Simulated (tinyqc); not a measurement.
Coverage along the feature as the dose grows: atomic layer deposition: Langmuir saturation, growth per cycle and coating of deep features. Computed by tinyqc, a small Python program. Command: `OMP_NUM_THREADS=1 python tinyqc.py 3009484 3009485 out.jsonl ald walk`. One thread of a shared host (Intel(R) Xeon(R) Processor @ 2.30GHz), about 0.01 s of CPU time with the checks.

Precursor A sticks only on free sites, so a long enough pulse saturates; co-reactant B then frees the sites again.

Inputs (values chosen for the exercise, modelled on aluminium oxide from trimethylaluminium and water):
```
quantity,value,unit
precursor mass M,72,u
site density q,4.3,1/nm^2
sticking probability beta on free sites,0.0032,-
precursor pressure p,14,Pa
temperature T,350,C
pulse time t,0.016,s
desorption energy E_d,1.79,eV
aspect ratio a,5.1,-
```

Feature: round hole.

Constants: u = 1.6605390666e-27 kg; k_B = 1.380649e-23 J/K; k_B = 8.617333262e-05 eV/K.

Method:
- Wall flux F = p/sqrt(2 pi M k_B T); rate of filling k_a = beta F/q; desorption k_d = 1e13 exp(-E_d/(k_B T)) per second. 1/m^2 = 1e-18/nm^2.
- Temperatures in kelvin are T(C) + 273.15.
- Diffusion-limited filling (Gordon) of a round hole of diameter w: a saturation front at depth z needs dz/dt = D_K n/(z (4q/w)), with Knudsen D_K = w c/3 and F = n c/4; including the entrance and floor terms, t = (q/F)(1 + 19a/4 + 3a^2/2). Reaction-limited filling needs ln(100)/k_a at any depth, k_a = beta F/q. Flow is molecular. The front picture holds when the modulus a sqrt(beta) is well above 1.
- Depth reached by the given pulse: solve the same formula for a. Exposure = p x diffusion-limited time; 1 langmuir = 1.33322e-4 Pa s.
- Continuum model with steady gas transport: d2n/dz2 = 3 beta (1 - th) n/d_h^2 (d_h the hydraulic diameter, n = 1 at the mouth, no flux at the floor, 60 cells), d th/dt = beta F n (1 - th)/q; no desorption. Times are multiples of the larger of the Gordon time and ln(100)/k_a.

diffusion-limited time = 0.00158622 s

time to 99 % without desorption, ln(100)/k_a = 0.0355349 s

flux F = 174144 1/(nm^2 s)

modulus = 0.288500

Coverage:
```
multiple,t (s),top cell,quarter depth,half depth,three quarters,floor cell
0.05,0.001777,0.205,0.197,0.191,0.188,0.187
0.10,0.003553,0.369,0.357,0.348,0.343,0.341
0.20,0.007107,0.601,0.589,0.580,0.574,0.572
0.40,0.014214,0.841,0.834,0.829,0.825,0.824
0.60,0.021321,0.937,0.934,0.931,0.930,0.929
0.80,0.028428,0.975,0.974,0.972,0.972,0.972
1.00,0.035535,0.990,0.989,0.989,0.989,0.989
1.30,0.046195,0.997,0.997,0.997,0.997,0.997
```

What does the comparison show, and why?

At a multiple of 0.2 the coverage is 0.60 at the top and 0.57 at the floor. All depths fill nearly together, since molecules bounce many times before they stick. In the last row the floor reaches 0.997. Caution: the modulus is not well above 1 or the Gordon time is under three times ln(100)/k_a, so there is no sharp front: the Gordon time is only a lower bound and the reaction time must be met as well.
